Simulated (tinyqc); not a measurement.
# Silicon n-p-n transistor, Gummel numbers and transit times: what changes with what

One-dimensional n-p-n transistor in the forward active mode at low injection. In the base p(x) = NB exp(-eta x/wb) and ni(x)^2 = ni^2 exp((g0 + g1 x/wb)/Vt); electrons leave the base at vsat; band spikes at the emitter junction and recombination inside the emitter are ignored.

Parameters, values chosen for the exercise; band and dielectric values close to those of silicon: temperature T = 350 K; band gap Eg = 1.14 eV; relative permittivity eps_r = 11.5; conduction-band density of states at T Nc = 3.55e19 cm^-3; valence-band density of states at T Nv = 3.35e19 cm^-3; saturation velocity vsat = 9.86e6 cm/s; neutral base width wb = 200 nm; base doping at the emitter edge NB = 1e17 cm^-3; doping falls as exp(-eta x/wb) eta = 0; gap reduction at the emitter edge of the base g0 = 0 eV; further gap reduction across the base (linear) g1 = 0 eV; electron diffusion coefficient in the base Dn = 12 cm^2/s; emitter doping NE = 2.2e20 cm^-3; gap reduction in the emitter (negative: wider gap) gE = 0.103 eV; neutral emitter width we = 81 nm; hole diffusion coefficient in the emitter Dp = 2.8 cm^2/s; recombination velocity at the emitter contact Se = 1e6 cm/s; electron lifetime in the base tb = 1e-7 s; collector doping NC = 5.2e15 cm^-3; collector-base reverse bias VCB = 0.8 V; emitter junction capacitance Cj = 4.7 fF/um^2; emitter plus collector resistance Rc = 12 ohm um^2; hole mobility in the base mp = 120 cm^2/(V s).

Constants: q = 1.602176634e-19 C, kB = 1.380649e-23 J/K, Vt = kB T/q, eps0 = 8.8541878128e-14 F/cm where lengths are in cm. Results are converted to the units shown.

Each table varies one quantity; the others keep the values above.

## Cut-off frequency against collector current

f(x) = p(x) ni^2/ni(x)^2; I(x) = integral from x to wb of f/Dn, plus f(wb)/vsat; base Gummel number GB = I(0); electron density per unit flux n/(J/q) = I/f; base transit time tauB = integral of I/f over the base. ni = sqrt(Nc Nv) exp(-Eg/(2 Vt)), Eg in volts; JC = J0 exp(VBE/Vt), J0 = q ni^2/GB; collector layer one-sided, Wc = sqrt(2 eps0 eps_r (Vbc + VCB)/(q NC)), Vbc = Vt ln(NB exp(-eta) NC/ni^2), Cjc = eps0 eps_r/Wc, tauC = Wc/(2 vsat). Delay 1/(2 pi fT) = tauE + tauB + tauC + tauR with tauE = Vt (Cj + Cjc)/JC and tauR = Rc Cjc. Charge stored in the emitter is left out. The Kirk effect, also left out, sets in near JC = q NC vsat. n(0) = (JC/q) I(0)/f(0).

The same in every row: tauB (ps) = 18.70; tauC (ps) = 3.069; tauR (ps) = 0.002019.

Cut-off frequency against collector current:
```
JC (mA/um^2),VBE (V),tauE (ps),fT (GHz),JC/(q NC vsat),n(0)/NB
0.00015,0.5944,978.9,0.1591,0.001826,0.001655
0.00031,0.6163,473.6,0.3213,0.003774,0.003421
0.00063,0.6377,233.1,0.6246,0.007669,0.006952
0.0013,0.6595,112.9,1.181,0.01583,0.01435
0.0026,0.6804,56.47,2.034,0.03165,0.02869
0.0053,0.7019,27.70,3.217,0.06452,0.05849
0.011,0.7239,13.35,4.533,0.1339,0.1214
0.022,0.7448,6.674,5.596,0.2678,0.2428
0.045,0.7664,3.263,6.359,0.5478,0.4966
```

What does the table show?

fT rises from 0.159 to 6.36 GHz as the charging time falls as 1/JC; its limit for vanishing tauE is 7.31 GHz, of which the largest delay is tauB (85.9 %). tauE equals the other delays together at JC = 0.00675 mA/um^2. For JC = 0.022, 0.045 the electron density at the emitter edge exceeds a fifth of NB, beyond low injection.

## Effect of the base doping at the emitter edge

ni = sqrt(Nc Nv) exp(-Eg/(2 Vt)), Eg in volts; GE = NE exp(-gE/Vt)(we/Dp + 1/Se); JC = J0 exp(VBE/Vt), J0 = q ni^2/GB; gain limited by back injection GE/GB, by base recombination tb/tauB, together 1/beta = the sum of the inverses; collector layer one-sided, Wc = sqrt(2 eps0 eps_r (Vbc + VCB)/(q NC)), Vbc = Vt ln(p(wb) NC/ni^2), Cjc = eps0 eps_r/Wc; Early voltage VA = GB q p(wb)/(f(wb) Cjc [1/Dn - (eta + g1/Vt)/(wb vsat)]), f(wb) = p(wb) exp(-(g0 + g1)/Vt), p(wb) = NB exp(-eta); tauC = Wc/(2 vsat). Peak fT here means 1/(2 pi (tauB + tauC + Rc Cjc)); base sheet resistance 1/(q mp times the integral of p).

The same in every row: tb/tauB = 5349; tauB (ps) = 18.70.

Effect of the base doping at the emitter edge:
```
NB (cm^-3),GB (s/cm^4),GE/GB,beta,VA (V),tauC (ps),peak fT (GHz),base sheet resistance (kohm)
2.1e16,3.713e10,758.3,664.1,4.176,3.020,7.328,123.8
3.6e16,6.365e10,442.3,408.5,7.198,3.037,7.323,72.24
6.1e16,1.079e11,261.0,248.9,12.26,3.054,7.317,42.63
1e17,1.768e11,159.2,154.6,20.20,3.069,7.312,26.01
1.7e17,3.006e11,93.67,92.06,34.53,3.085,7.307,15.30
3e17,5.304e11,53.08,52.56,61.28,3.103,7.301,8.669
5e17,8.840e11,31.85,31.66,102.6,3.118,7.296,5.201
```

What does the table show?

As NB goes from 2.1e16 to 5e17, beta falls from 664 to 31.7, VA rises from 4.18 to 103 V, the peak fT stays near 7.31 GHz and the base sheet resistance falls from 124 to 5.20 kohm. The product beta VA changes by a factor of 1.17. Back injection limits the gain in every row. For NB = 2.1e16, 3.6e16 the collector doping exceeds a tenth of the base doping at that edge, so the one-sided formulas are rough.

Range of the model: Heavy doping makes emitter or base degenerate; gE and g0 are to be read as apparent gap changes that include this.

tinyqc, about 0.01 s, one thread, Intel Xeon 2.30GHz (shared host): `OMP_NUM_THREADS=1 python tinyqc.py 2320120 2320121 out.jsonl`
